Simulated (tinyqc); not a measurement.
# Joule-heated wire on a substrate, fin equation, step by step

Numbers from tinyqc (`OMP_NUM_THREADS=1 python tinyqc.py 2520135 2520136 out.jsonl`; about 0.01 s on one thread of a shared Intel Xeon 2.30GHz). Printed values are rounded.

A wire of length L loses heat along itself to two contacts and sideways to the substrate: kap A theta'' - g theta + p = 0 with theta = T - T0 and p = p0. The ends are held at T0. Constant conductivity, diffusive heat flow.

Inputs (values chosen for the exercise): temperature of substrate and contacts T0 = 293 K; conductivity along the wire kap = 260 W/(m K); cross-section A = 270 nm^2; conductance per length to the substrate g = 0.15 W/(m K); length between the contacts L = 5400 nm; thermal resistance of each contact Rc = 0 K/uW; heating per length p0 = 0.026 uW/nm.

## Healing length

LH = sqrt(kap A/g); far from the contacts uniform heating p0 would give theta = p0/g.

LH = 684.105 nm
L/LH = 7.89352
p0/g = 173.333 K

## The tridiagonal system

Nodes x_i = i h, h = L/8; box widths w_i = h (h/2 at the ends); c = kap A/h; equation of node i: -c theta_(i-1) + d_i theta_i - c theta_(i+1) = b_i with d_i = 2 c + g w_i, b_i = p(x_i) w_i; theta = 0 at the end nodes.

c = 0.104 uW/K

```
node  d (uW/K)  b (uW)
1     0.309250   17.55
2     0.309250   17.55
3     0.309250   17.55
4     0.309250   17.55
5     0.309250   17.55
6     0.309250   17.55
7     0.309250   17.55
```

## Temperature rise

Solve -c theta_(i-1) + d_i theta_i - c theta_(i+1) = b_i for nodes 1 to 7, with theta = 0 at nodes 0 and 8.

theta, node 0 to 8 (K): 0.000  106.142  146.869  161.832  165.598  161.832  146.869  106.142  0.000

The hottest node is 4, at 165.6 K above T0; a mesh of 800 steps gives a peak of 166.6 K, so the coarse value is 0.63 % below it. On the fine mesh 74.7 % of the heat leaves through the substrate and the rest through the contacts.

## Closed form at the middle

theta(L/2) = (p0/g)[1 - 1/(cosh(L/(2 LH)) + Rc g LH sinh(L/(2 LH)))], LH = sqrt(kap A/g).

theta(L/2) = 166.639 K
